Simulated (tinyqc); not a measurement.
Mass and g factor above the band edge: five-level k.p model folded onto the conduction band.

Second-order sums for the lowest conduction level at E: 1/m = 1 + Cm + (Ep/3)(2/E + 1/(E + Dso)) - (Ep2/3)(2/(E7 + D2 - E) + 1/(E7 - E)); g/2 = 1 + Cg - (Ep/3)(1/E - 1/(E + Dso)) - (Ep2/3)(1/(E7 - E) - 1/(E7 + D2 - E)). E is counted from the top of the valence band; E = Eg at the edge.

Parameters, chosen for this exercise (near those of CdTe; the results hold for these values, not for the real material): Eg = 1.514 eV (gap at Gamma to the s-like level); Dso = 0.871 eV (spin-orbit splitting); Ep = 18.9 eV (Kane energy); E7 = 5.35 eV (upper Gamma7 conduction level, from the valence top); D2 = 0.32 eV (its spin-orbit splitting, Gamma8 above Gamma7); Ep2 = 3.5 eV (Kane energy to the upper levels); Cm = -0.9 (remote term in 1/m); Cg = 0 (remote term in g/2).

The sums are evaluated at E = Eg + dE, as is done for confined or hot electrons.

Results:

| dE (meV) | m(E) | g(E) | m(E)/m(Eg) | 1 + dE/Eg |
|---|---|---|---|---|
| 0 | 0.0981 | -1.086 | 1.0000 | 1.0000 |
| 50 | 0.1013 | -0.930 | 1.0336 | 1.0330 |
| 100 | 0.1047 | -0.786 | 1.0674 | 1.0661 |
| 150 | 0.1080 | -0.652 | 1.1015 | 1.0991 |
| 200 | 0.1114 | -0.529 | 1.1360 | 1.1321 |
| 300 | 0.1182 | -0.308 | 1.2059 | 1.1982 |

Give the missing row, dE (meV) = 20.

Computed row:
```
dE (meV)    m(E)    g(E)  m(E)/m(Eg)  1 + dE/Eg
20        0.0994  -1.022      1.0134     1.0132
```

Over 300 meV the mass grows by 20.6 %, against 19.8 % for two levels alone, and g moves from -1.086 to -0.308, towards the free value 2.

Run: tinyqc, `OMP_NUM_THREADS=1 python tinyqc.py 1080804 1080805 out.jsonl`; Intel(R) Xeon(R) Processor @ 2.30GHz, one thread, shared host; about 0.01 s of CPU time with all checks.
